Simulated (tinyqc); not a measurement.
Kinetic Monte Carlo and master equation for a particle on a ring of sites with traps and bias: one step, computed by the program tinyqc.

6 sites on a ring, numbered 1 to 6. The saddle between i and i+1 lies at E0 + s b_i and site i at s eps_i; a force F tilts the landscape, with the saddle half-way.

Question. Steady state. Master equation dP/dt = W P, W_(i+1,i) = k right, W_(i-1,i) = k left, columns summing to zero. The steady state is its null vector; drift v = a sum P_i (k right - k left). D = a^2 lambda''(0)/2, where lambda(q) is the leading eigenvalue of W with right hops weighted by exp(q) and left hops by exp(-q). The slowest relaxation rate is minus the real part of the next eigenvalue of W. 1 angstrom = 1e-8 cm.

Inputs (values chosen for the exercise, for a model defect): temperature T = 600 K; site spacing a = 2.2 angstrom.

Disorder: both.

Rates, shares of right hops and mean stays:
```
site  k right (1/s)  k left (1/s)  share right  mean stay (s)
1      9.192215e+06  3.978471e+06    0.6979299   7.592619e-08
2      1.164908e+08  1.496549e+07    0.8861562   7.607091e-09
3      3.841925e+08  2.741570e+07    0.9333937   2.429495e-09
4      3.294548e+07  9.041833e+07    0.2670595   8.106105e-09
5      4.940194e+08  7.753601e+06    0.9845476   1.992933e-09
6      6.420710e+07  6.383563e+07    0.5014506   7.809893e-09
```

Constants: k_B = 8.617333262e-05 eV/K.

Give: occupations P_i; drift velocity v; diffusivity D; slowest relaxation rate.

Answer.

occupations P_i: 0.6099  0.0527  0.0483  0.1519  0.0243  0.1128

drift velocity v = 0.6359 cm/s

diffusivity D = 2.110e-08 cm^2/s

slowest relaxation rate = 4.598e+07 1/s
